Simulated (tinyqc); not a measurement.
Lateral field, substrate current, probability of reaching the oxide barrier and hot-carrier lifetime of a silicon transistor (pseudo-two-dimensional and lucky-electron models): one step, computed by the program tinyqc.

Local-field models: a lucky carrier gains its energy at the peak field over a path free of collisions. Voltages are magnitudes.

Task: Peak lateral field. C_ox = 3.9 eps_0/t; F_sat = 2 v_s/mu; V_Dsat = V_ov F_sat L/(V_ov + F_sat L), V_ov = V_G - V_T; I_D/W = C_ox v_s (V_ov - V_Dsat). Scale length l = 0.22 t^(1/3) x_j^(1/2) (all in cm); F_m = sqrt(((V_D - V_Dsat)/l_e)^2 + F_sat^2), with l_e = l + L_n; length of the velocity-saturated region l_e ln((V_D - V_Dsat)/(l_e F_sat) + F_m/F_sat).

Inputs (values chosen for the exercise, modelled on a silicon n-channel):

| quantity | value | unit |
|---|---|---|
| channel length L | 900 | nm |
| oxide thickness t | 19 | nm |
| junction depth x_j | 180 | nm |
| mobility mu | 380 | cm^2/(V s) |
| saturation velocity v_s | 0.82 | 1e7 cm/s |
| threshold voltage V_T | 0.64 | V |
| gate voltage V_G | 2.5 | V |
| drain voltage V_D | 5.7 | V |
| ionisation prefactor A_i | 1.8e+06 | 1/cm |
| ionisation field B_i | 1.71 | MV/cm |
| hot-carrier mean free path lambda | 7.2 | nm |
| oxide barrier phi_b | 3.1 | eV |
| interface-trap threshold phi_it | 3.6 | eV |
| lifetime constant H | 3 | s microampere/micrometre |
| length of the depleted extension L_n | 74 | nm |

Drain: lightly doped extension.

Constants: eps_0 = 8.8541878128e-12 F/m.

Give: scale length l; peak field F_m; velocity-saturated length; energy gained over one free path, e lambda F_m.

Result:

scale length l = 115.6 nm

peak field F_m = 238.2 kV/cm

velocity-saturated length = 453.8 nm

energy gained over one free path, e lambda F_m = 0.1715 eV
